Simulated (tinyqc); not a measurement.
Inside a calculation. Method: Pariser-Parr-Pople SCF with singles CI, for the molecule c1ccc2ccccc2c1 (SMILES; centres numbered as the heavy atoms are written). One step of it, computed by the program tinyqc.

Problem. Singles CI, triplets. Over the 4 single excitations with the smallest orbital gaps: A = (e_a - e_i) delta - (ij|ab), with (pq|rs) = sum c_mp c_mq gamma_mn c_nr c_ns.

orbital energies (eV): [-13.876176, -12.080811, -11.135149, -10.108776, -9.139793, -2.050207, -1.081224, -0.054851, 0.890811, 2.686176]

coefficients, order 1C, 2C, 3C, 4C, 5C, 6C, 7C, 8C, 9C, 10C:
```
[[0.240515, 0.424729, -0.184540, -0.397615, -0.263827, -0.263827, 0.397615, -0.184540, 0.424729, -0.240515],
 [0.240515, 0.424729, 0.184540, -0.397615, 0.263827, -0.263827, -0.397615, -0.184540, -0.424729, 0.240515],
 [0.301796, 0.263827, 0.398639, -0.002460, 0.424729, 0.424729, 0.002460, 0.398639, 0.263827, -0.301796],
 [0.449603, 0.000000, 0.337734, 0.428711, 0.000000, 0.000000, 0.428711, -0.337734, 0.000000, 0.449603],
 [0.301796, -0.263827, 0.398639, -0.002460, -0.424729, -0.424729, 0.002460, 0.398639, -0.263827, -0.301796],
 [0.240515, -0.424729, 0.184540, -0.397615, -0.263827, 0.263827, -0.397615, -0.184540, 0.424729, 0.240515],
 [0.240515, -0.424729, -0.184540, -0.397615, 0.263827, 0.263827, 0.397615, -0.184540, -0.424729, -0.240515],
 [0.301796, -0.263827, -0.398639, -0.002460, 0.424729, -0.424729, -0.002460, 0.398639, 0.263827, 0.301796],
 [0.449603, 0.000000, -0.337734, 0.428711, 0.000000, 0.000000, -0.428711, -0.337734, 0.000000, -0.449603],
 [0.301796, 0.263827, -0.398639, -0.002460, -0.424729, 0.424729, -0.002460, 0.398639, -0.263827, 0.301796]]
```

repulsion gamma_rs (eV), order 1C, 2C, 3C, 4C, 5C, 6C, 7C, 8C, 9C, 10C:
```
[[11.130000, 5.345539, 3.871994, 3.517359, 2.621214, 2.270597, 2.343780, 2.881359, 3.872154, 5.344569],
 [5.345539, 11.130000, 5.344569, 3.872154, 2.881359, 2.343780, 2.270597, 2.621214, 3.517359, 3.871994],
 [3.871994, 5.344569, 11.130000, 5.346287, 3.873196, 2.881359, 2.621214, 2.881514, 3.872515, 3.517455],
 [3.517359, 3.872154, 5.346287, 11.130000, 5.346287, 3.872154, 3.517359, 3.872515, 5.345539, 3.872515],
 [2.621214, 2.881359, 3.873196, 5.346287, 11.130000, 5.344569, 3.871994, 3.517455, 3.872515, 2.881514],
 [2.270597, 2.343780, 2.881359, 3.872154, 5.344569, 11.130000, 5.345539, 3.871994, 3.517359, 2.621214],
 [2.343780, 2.270597, 2.621214, 3.517359, 3.871994, 5.345539, 11.130000, 5.344569, 3.872154, 2.881359],
 [2.881359, 2.621214, 2.881514, 3.872515, 3.517455, 3.871994, 5.344569, 11.130000, 5.346287, 3.873196],
 [3.872154, 3.517359, 3.872515, 5.345539, 3.872515, 3.517359, 3.872154, 5.346287, 11.130000, 5.346287],
 [5.344569, 3.871994, 3.517455, 3.872515, 2.881514, 2.621214, 2.881359, 3.873196, 5.346287, 11.130000]]
```

Give: triplet CI matrix; triplet excitation energies.

Solution.

triplet CI matrix (eV), order 5>6, 5>7, 4>6, 4>7:
```
[[2.416, 0.000, 0.000, 0.252],
 [0.000, 3.850, 0.252, 0.000],
 [0.000, 0.252, 3.850, 0.000],
 [0.252, 0.000, 0.000, 4.088]]
```

triplet excitation energies (eV): [2.379, 3.598, 4.103, 4.125]
